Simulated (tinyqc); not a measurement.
## Thermal resistances of a two-die stack

Inverse problem. Heat leaves through the lower die only, and the system is linear. Find the resistance R1 from the lower die to the coolant, R2 between the dies, and the rise of the upper die when both are powered.

Parameters, values chosen for the exercise: power of the lower die P1 = 12 W; power of the upper die P2 = 19 W.

rises of the lower and upper die with only the lower one powered (K): [8.52, 8.52]
rises of the lower and upper die with only the upper one powered (K): [13.49, 20.14]

Solution. With only the lower die powered no heat crosses R2, so both dies rise by P1 R1; the difference in the second test is P2 R2; rises add.

R1 = 0.7100 K/W
R2 = 0.3500 K/W
rise of the upper die = 28.66 K

Program tinyqc, `OMP_NUM_THREADS=1 python tinyqc.py 2162047 2162048 out.jsonl`; Intel Xeon 2.30GHz, shared host, one thread, about 0.03 s.
